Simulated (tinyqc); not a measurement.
Off-state leakage of single and stacked transistors: one step of the calculation.

n-channel devices of unit width. Subthreshold current I(Vg, Vs, Vd) = I0 (T/300 K)^0.5 exp[(Vg - Vs - VT(T) - gb (Vs - Vb) + dd (Vd - Vs))/(nf Vt)] (1 - exp(-(Vd - Vs)/Vt)), VT(T) = VT - cT (T - 300 K). Gate-edge tunnelling Ig (Vd/1 V) exp(ag (Vd - 1 V)), for a gate at 0 V, and band-to-band leakage Ab u exp(-Bb/u), u = Vd - Vb + 1 V, flow at a drain held at V; both are taken as independent of T. In a stack of off transistors (all gates at 0 V) the same subthreshold current passes through each.

Task. New Vx. Stack of two, Vx the node between them: I_low = I(0, 0, Vx), I_up = I(0, Vx, V), f = ln(I_up/I_low), f' = -(1 + gb + 2 dd)/(nf Vt) - 1/(Vt (exp(Vx/Vt) - 1)) - 1/(Vt (exp((V - Vx)/Vt) - 1)), Vx(new) = Vx - f/f'.

Inputs (values chosen for the exercise); values of the order met in bulk silicon logic transistors: temperature T = 378 K; supply voltage V = 0.9 V; threshold at 300 K, zero drain and body bias VT = 0.37 V; fall of the threshold with temperature cT = 1 mV/K; current at threshold at 300 K I0 = 0.67 uA/um; slope factor nf = 1.33; drain-induced lowering per volt dd = 0.05; rise of the threshold per volt of source-body bias gb = 0.09; body voltage Vb = 0 V.

Constants: q = 1.602176634e-19 C, kB = 1.380649e-23 J/K, Vt = kB T/q. Results are converted to the units shown.

Vx at the start = 0.038 V

Give: I_low; I_up; f; f'; Vx after iteration 1.

Result.

I_low = 0.63983 nA/um
I_up = 0.92451 nA/um
f = 0.36806
f' = -41.353 1/V
Vx after iteration 1 = 0.046900 V

Numbers from tinyqc (`OMP_NUM_THREADS=1 python tinyqc.py 2242160 2242161 out.jsonl`; about 0.05 s on one thread of a shared Intel Xeon 2.30GHz).
